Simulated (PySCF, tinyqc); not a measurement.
FCI on RHF in the sto-6g basis, for H4, spin multiplicity 1, step by step. The lowest restricted solution is unstable here: a spin-polarised one lies 0.0100 hartree lower (PySCF). Computed by tinyqc, a small Python program that keeps every step (integrals from PySCF). Settings: charge = 0, multiplicity = 1, basis = sto-6g, method = RHF, energy threshold = 1e-10, iteration cap = 64, orthogonalisation = symmetric, start = atomic densities, DIIS depth = 6, ci = FCI, davidson = 1. Command: `OMP_NUM_THREADS=1 python tinyqc.py 27466 27467 out.jsonl` (the two numbers bound the seeds that draw the settings). One thread of a shared host (Intel(R) Xeon(R) Processor @ 2.60GHz), about 0.08 s of CPU time with the checks. The early iterations of the SCF are left out here.

## One-electron integrals

Geometry (angstrom):
```
atom         x         y         z
H     0.000000  0.000000  0.000000
H     0.000000  0.000000  0.853000
H     0.000000  1.032000  0.000000
H     0.000000  1.032000  0.853000
```

Basis sto-6g: exponents (1/bohr^2) and contraction coefficients of normalised primitives:
```
element  l (shell)   exponent  coefficient
H            s (1)  35.523221     0.009164
H            s (1)   6.513144     0.049361
H            s (1)   1.822143     0.168538
H            s (1)   0.625955     0.370563
H            s (1)   0.243077     0.416492
H            s (1)   0.100112     0.130334
```

Overlap, kinetic and nuclear-attraction integrals over the contracted functions; the nuclear repulsion is the sum of Za Zb / Rab.

nuclear repulsion = 3.05675106 hartree

overlap S:
```
          1H 1s     2H 1s     3H 1s     4H 1s
1H 1s  1.000000  0.586779  0.478130  0.321931
2H 1s  0.586779  1.000000  0.321931  0.478130
3H 1s  0.478130  0.321931  1.000000  0.586779
4H 1s  0.321931  0.478130  0.586779  1.000000
```

kinetic energy T (hartree):
```
          1H 1s     2H 1s     3H 1s     4H 1s
1H 1s  0.768522  0.173680  0.100627  0.028533
2H 1s  0.173680  0.768522  0.028533  0.100627
3H 1s  0.100627  0.028533  0.768522  0.173680
4H 1s  0.028533  0.100627  0.173680  0.768522
```

nuclear attraction V (hartree):
```
           1H 1s      2H 1s      3H 1s      4H 1s
1H 1s  -2.716795  -1.544809  -1.235426  -0.846136
2H 1s  -1.544809  -2.716795  -0.846136  -1.235426
3H 1s  -1.235426  -0.846136  -2.716795  -1.544809
4H 1s  -0.846136  -1.235426  -1.544809  -2.716795
```

core Hamiltonian H = T + V (hartree):
```
           1H 1s      2H 1s      3H 1s      4H 1s
1H 1s  -1.948273  -1.371128  -1.134799  -0.817603
2H 1s  -1.371128  -1.948273  -0.817603  -1.134799
3H 1s  -1.134799  -0.817603  -1.948273  -1.371128
4H 1s  -0.817603  -1.134799  -1.371128  -1.948273
```

## Two-electron integrals

Functions are numbered as in S; the eight-fold symmetry (ij|kl) = (ji|kl) = (kl|ij) leaves the list below.

Two-electron integrals (ij|kl) in chemists' order, unique and non-zero (hartree):
```
(11|11) 0.774999   (21|11) 0.382237   (21|21) 0.228638   (22|11) 0.528391
(22|21) 0.382237   (22|22) 0.774999   (31|11) 0.294970   (31|21) 0.153202
(31|22) 0.222138   (31|31) 0.145152   (32|11) 0.174462   (32|21) 0.106456
(32|22) 0.180889   (32|31) 0.087614   (32|32) 0.061039   (33|11) 0.467736
(33|21) 0.254222   (33|22) 0.381954   (33|31) 0.294970   (33|32) 0.180889
(33|33) 0.774999   (41|11) 0.180889   (41|21) 0.106456   (41|22) 0.174462
(41|31) 0.087614   (41|32) 0.060506   (41|33) 0.174462   (41|41) 0.061039
(42|11) 0.222138   (42|21) 0.153202   (42|22) 0.294970   (42|31) 0.110190
(42|32) 0.087614   (42|33) 0.222138   (42|41) 0.087614   (42|42) 0.145152
(43|11) 0.254222   (43|21) 0.153097   (43|22) 0.254222   (43|31) 0.153202
(43|32) 0.106456   (43|33) 0.382237   (43|41) 0.106456   (43|42) 0.153202
(43|43) 0.228638   (44|11) 0.381954   (44|21) 0.254222   (44|22) 0.467736
(44|31) 0.222138   (44|32) 0.174462   (44|33) 0.528391   (44|41) 0.180889
(44|42) 0.294970   (44|43) 0.382237   (44|44) 0.774999
```

## Orthogonalisation

S = U s U^T; symmetric (Loewdin) form X = U s^(-1/2) U^T, so that X^T S X = 1.

eigenvalues of S: 0.257022  0.569420  0.786718  2.386840

X:
```
           1H 1s      2H 1s      3H 1s      4H 1s
1H 1s   1.268101  -0.380748  -0.281860   0.041781
2H 1s  -0.380748   1.268101   0.041781  -0.281860
3H 1s  -0.281860   0.041781   1.268101  -0.380748
4H 1s   0.041781  -0.281860  -0.380748   1.268101
```

## Iteration 3 (converged): orbitals

converged F (hartree):
```
           1H 1s      2H 1s      3H 1s      4H 1s
1H 1s  -0.391478  -0.602250  -0.404303  -0.373974
2H 1s  -0.602250  -0.391478  -0.373974  -0.404303
3H 1s  -0.404303  -0.373974  -0.391478  -0.602250
4H 1s  -0.373974  -0.404303  -0.602250  -0.391478
```

Diagonalise F' = X^T F X, C = X C', fill 2 alpha and 2 beta electrons from the bottom; D = 2 C_occ C_occ^T. Each column has its largest component positive (the first on a tie).

F' = X^T F X (hartree):
```
           1          2          3          4
1   0.059670  -0.567803  -0.272428   0.038155
2  -0.567803   0.059670   0.038155  -0.272428
3  -0.272428   0.038155   0.059670  -0.567803
4   0.038155  -0.272428  -0.567803   0.059670
```

orbital energies (hartree): MO1 -0.742406, MO2 -0.273860, MO3 0.316891, MO4 0.938055

coefficients C:
```
            MO1        MO2        MO3        MO4
1H 1s  0.323637   0.563716   0.662603   0.986245
2H 1s  0.323637   0.563716  -0.662603  -0.986245
3H 1s  0.323637  -0.563716   0.662603  -0.986245
4H 1s  0.323637  -0.563716  -0.662603   0.986245
```

D after iteration 3:
```
           1H 1s      2H 1s      3H 1s      4H 1s
1H 1s   0.845034   0.845034  -0.426070  -0.426070
2H 1s   0.845034   0.845034  -0.426070  -0.426070
3H 1s  -0.426070  -0.426070   0.845034   0.845034
4H 1s  -0.426070  -0.426070   0.845034   0.845034
```

## Convergence

Stop when the energy changes by less than 1e-10 hartree and every element of the error matrix X^T (F D S - S D F) X is below 3e-06.

Course of the cycle:
```
iteration  E (hartree)     change  largest element of the error matrix
1          -1.88043352          -                             6.58e-16
2          -1.90580896  -2.54e-02                             1.36e-15
3          -1.90580896   1.78e-15                             7.36e-16
```

PySCF RHF in the same basis = -1.90580896 hartree

Converged in 3 iterations.

## Integrals over molecular orbitals

(pq|rs) = sum C_ip C_jq C_kr C_ls (ij|kl), one index at a time.

one-electron integrals over orbitals h = C^T H C (hartree):
```
           1          2          3          4
1  -2.208696   0.000000   0.000000   0.000000
2   0.000000  -1.737598   0.000000   0.000000
3   0.000000   0.000000  -1.570619   0.000000
4   0.000000   0.000000   0.000000  -1.011387
```

Two-electron integrals over orbitals (pq|rs), unique and non-zero (hartree):
```
(11|11) 0.547839   (21|21) 0.148693   (22|11) 0.533572   (22|22) 0.545287
(31|31) 0.127590   (32|32) 0.076001   (33|11) 0.528651   (33|22) 0.516899
(33|33) 0.537137   (41|32) 0.076187   (41|41) 0.076448   (42|31) 0.125168
(42|42) 0.137220   (43|21) 0.144315   (43|43) 0.158386   (44|11) 0.537029
(44|22) 0.544526   (44|33) 0.542945   (44|44) 0.569604
```

## FCI: determinants and Hamiltonian

Hartree-Fock energy = -1.90580896 hartree

Slater-Condon rules over spin orbitals, with the nuclear repulsion added and E(HF) subtracted on the diagonal. Only determinants linked to the reference directly or through others are kept (one block of an abelian symmetry group), so some states are absent.

Occupation strings over the orbitals (2 doubly, a alpha, b beta, 0 empty; spin orbitals ordered 1a 1b 2a 2b ...): 2200 aabb 2020 abab 2002 abba baab 0220 baba 0202 bbaa 0022

H - E(HF) between determinants (hartree):
```
           2200       aabb       2020       abab       2002       abba       baab       0220
2200   0.000000  -0.048980   0.076001  -0.076187   0.137220   0.125168   0.125168   0.127590
aabb  -0.048980   1.330804   0.076187  -0.076001  -0.125168  -0.137220  -0.127590  -0.125168
2020   0.076001   0.076187   0.348330   0.068128   0.158386  -0.144315  -0.144315   0.148693
abab  -0.076187  -0.076001   0.068128   1.373073   0.144315  -0.158386  -0.148693   0.144315
2002   0.137220  -0.125168   0.158386   0.144315   1.635057  -0.019147  -0.019147   0.000000
abba   0.125168  -0.137220  -0.144315  -0.158386  -0.019147   1.485434   0.000000  -0.019147
baab   0.125168  -0.127590  -0.144315  -0.148693  -0.019147   0.000000   1.485434  -0.019147
0220   0.127590  -0.125168   0.148693   0.144315   0.000000  -0.019147  -0.019147   1.344147
baba  -0.076187  -0.076448   0.068128   0.000000   0.144315  -0.148693  -0.158386   0.144315
0202   0.076448   0.076187   0.000000   0.068128   0.148693  -0.144315  -0.144315   0.158386
bbaa  -0.048980   0.000000   0.076187  -0.076448  -0.125168  -0.127590  -0.137220  -0.125168
0022   0.000000  -0.048980   0.076448  -0.076187   0.127590   0.125168   0.125168   0.137220

           baba       0202       bbaa       0022
2200  -0.076187   0.076448  -0.048980   0.000000
aabb  -0.076448   0.076187   0.000000  -0.048980
2020   0.068128   0.000000   0.076187   0.076448
abab   0.000000   0.068128  -0.076448  -0.076187
2002   0.144315   0.148693  -0.125168   0.127590
abba  -0.148693  -0.144315  -0.127590   0.125168
baab  -0.158386  -0.144315  -0.137220   0.125168
0220   0.144315   0.158386  -0.125168   0.137220
baba   1.373073   0.068128  -0.076001  -0.076187
0202   0.068128   2.483145   0.076187   0.076001
bbaa  -0.076001   0.076187   1.330804  -0.048980
0022  -0.076187   0.076001  -0.048980   2.760298
```

## FCI: roots

Diagonalise (each vector has its largest component positive (the first on a tie)); all determinants have Ms = 0, so triplets appear too. The lowest singlet root is the correlation energy.

lowest roots of this matrix, relative to E(HF) (hartree): -0.074096  0.275795  0.913545  1.107417  1.330206  1.372246  1.486859  1.491299

lowest vectors:
```
         root 1     root 2    root 3     root 4
2200   0.958005   0.208177  0.000000   0.138618
aabb   0.025994  -0.079738  0.408248   0.309445
2020  -0.216351   0.937935  0.000000   0.190659
abab   0.061416   0.004631  0.408248  -0.326316
2002  -0.064140  -0.145067  0.000000   0.286673
abba  -0.087411   0.075107  0.408248   0.016871
baab  -0.087411   0.075107  0.408248   0.016871
0220  -0.072196  -0.174253  0.000000   0.660690
baba   0.061416   0.004631  0.408248  -0.326316
0202  -0.035871   0.030902  0.000000  -0.107912
bbaa   0.025994  -0.079738  0.408248   0.309445
0022   0.025100  -0.023159  0.000000  -0.095133
```

<S^2> of these roots: 0.000000  0.000000  6.000000  0.000000  2.000000  2.000000  2.000000  0.000000

weight of the ground state by excitation level 0, 1, 2, ...: 0.917773  0.000000  0.081597  0.000000  0.000630

## The lowest root by the Davidson method

Start from the reference; add the residual divided by (theta - H_ii), orthogonalised, at each step.

Davidson iterations:
```
iteration  subspace  lowest Ritz value (hartree)  residual norm
1                 1                   0.00000000       3.07e-01
2                 2                  -0.07069459       8.71e-02
3                 3                  -0.07394187       1.57e-02
4                 4                  -0.07407903       4.50e-03
5                 5                  -0.07409523       1.26e-03
6                 6                  -0.07409627       5.84e-05
7                 7                  -0.07409628       6.86e-06
8                 8                  -0.07409628       1.78e-08
```
